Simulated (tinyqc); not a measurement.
Square on-chip spiral inductor, lumped pi model: two steps of the calculation.

Outer diameter do = di + 2 n wd + 2 (n - 1) sp, mean da = (do + di)/2, fill p = (do - di)/(do + di), length l = 4 n da. L = 2.34 mu0 n^2 da/(1 + 2.75 p), mu0 = 4 pi 1e-7 H/m. Rs = rho l/(wd delta (1 - exp(-th/delta))), delta = sqrt(rho/(pi f mu0)). Cs = n wd^2 eps0 eo/hu across the coil. At each end Cox = l wd eps0 eo/(2 ho) leads to the substrate branch Rsi = 2 rs he/(l wd) in parallel with Csi = l wd eps0 11.7/(2 he). With one end grounded Y = 1/(Rs + i w L) + i w Cs + 1/[1/(i w Cox) + 1/(1/Rsi + i w Csi)], w = 2 pi f; Q = -Im Y/Re Y. Eddy currents in neighbouring turns and in the substrate are left out.

Values chosen for this exercise; values of the order met in silicon radio-frequency processes:
- n = 3.5 (number of turns)
- wd = 8 um (line width)
- sp = 3 um (space between turns)
- di = 60 um (inner diameter)
- th = 4 um (metal thickness)
- rho = 2.2 uohm cm (metal resistivity)
- ho = 7.3 um (oxide below the coil)
- hu = 0.9 um (oxide between coil and underpass)
- eo = 4.1 (relative permittivity of the oxide)
- rs = 100 ohm cm (substrate resistivity)
- he = 30 um (effective spreading depth in the substrate)
- f = 3.2 GHz (frequency)

Constants: eps0 = 8.8541878128e-12 F/m. Results are converted to the units shown.

Question 1. Geometry and model elements. do, l, L, delta, Rs, Cs, Cox, Rsi and Csi as defined.

Find: do; l; L; delta; Rs; Cs; Cox; Rsi; Csi.

Answer 1.

do = 131.0 um
l = 1337 um
L = 1.701 nH
delta = 1.320 um
Rs = 2.927 ohm
Cs = 9.035 fF
Cox = 26.60 fF
Rsi = 5610 ohm
Csi = 18.47 fF

Question 2. Admittance, quality factor and apparent inductance. Series branch 1/(Rs + i w L), substrate branch, total Y, Q = -Im Y/Re Y, apparent inductance Im(1/Y)/w, metal-only value w L/Rs, share of the loss in the substrate Re(substrate branch)/Re Y.

L = 1.7011008 nH
Rs = 2.9274531 ohm
Cs = 9.0352068 fF
Cox = 26.595069 fF
Rsi = 5609.5737 ohm
Csi = 18.467357 fF

Give: series branch; substrate branch; Y; Q; apparent inductance; w L/Rs; share of the loss in the substrate.

Answer 2.

series branch = 2.48-29.02i mS
substrate branch = 0.0598+0.2309i mS
Y = 2.54-28.61i mS
Q = 11.25
apparent inductance = 1.725 nH
w L/Rs = 11.68
share of the loss in the substrate = 2.350 %

Q is 96.3 % of the metal-only value.

Program tinyqc, `OMP_NUM_THREADS=1 python tinyqc.py 2302142 2302143 out.jsonl`; Intel Xeon 2.30GHz, shared host, one thread, about 0.01 s.
